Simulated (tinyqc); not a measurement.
## Radius, Mott density and mass from the binding energy

Inverse problem. A donor has the isolated binding energy E0 = cc Ry, Ry = (m0 q^3/(8 eps0^2 h^2)) me/eps_r^2 in eV, radius a = q/(8 pi eps0 eps_r E0) and Mott density (0.26/a)^3. Find a, the Mott density and me.

Values chosen for this exercise: relative permittivity eps_r = 13.2; ratio of the true binding energy to the hydrogenic one cc = 2.

Constants: q = 1.602176634e-19 C, eps0 = 8.8541878128e-12 F/m, h = 6.62607015e-34 J s, m0 = 9.1093837015e-31 kg. Results are converted to the units shown.

E0 = 10.635304 meV

Solution. Each follows directly from E0.

a = 5.13 nm
Mott density = 1.30e17 cm^-3
me = 0.0681 m0

tinyqc, about 0.01 s, one thread, Intel Xeon 2.30GHz (shared host): `OMP_NUM_THREADS=1 python tinyqc.py 2330146 2330147 out.jsonl`
